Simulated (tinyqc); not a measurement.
X-ray reflectivity of a thin film on silicon: critical angles, Parratt recursion, fringes and roughness: one step, computed by the program tinyqc. Command: `OMP_NUM_THREADS=1 python tinyqc.py 3120765 3120766 out.jsonl xrr walk`. One thread of a shared host (Intel(R) Xeon(R) Processor @ 2.30GHz), about 0.01 s of CPU time with the checks.

n = 1 - delta + i beta; the classical electron radius is r_e = 2.8179403e-6 nm. Layer 0 is vacuum, 1 the film, 2 the substrate.

Problem. Fringe period, contrast and decay. Far above the critical angle the period is d theta = lambda/(2 d), or 2 pi/d in q; the envelope runs between (|r_01| - |r_12 p|)^2 and (|r_01| + |r_12 p|)^2; contrast = 2 a b/(a^2 + b^2) with a = |r_01|, b = |r_12 p|; roughness factors on the amplitudes are about exp(-q^2 sigma^2/2).

Inputs (values chosen for the exercise, modelled on Si3N4 on silicon, copper K-alpha radiation):
```
quantity                              value  unit
wavelength lambda                   0.15406    nm
film thickness d                       44.3    nm
roughness of the surface sigma_1       0.83    nm
roughness of the interface sigma_2     0.11    nm
```

1000 r_01 = 2.435614-0.040405i

1000 r_12 = -1.054248-0.032160i

p = 0.6639236+0.7184113i

q = 4 pi sin(theta)/lambda = 1.893259 1/nm

Give: period in theta; period in q; contrast; roughness factor, surface; roughness factor, interface.

Solution.

period in theta = 0.099627 degrees

period in q = 0.14183 1/nm

contrast = 0.71826

roughness factor, surface = 0.29093

roughness factor, interface = 0.97855
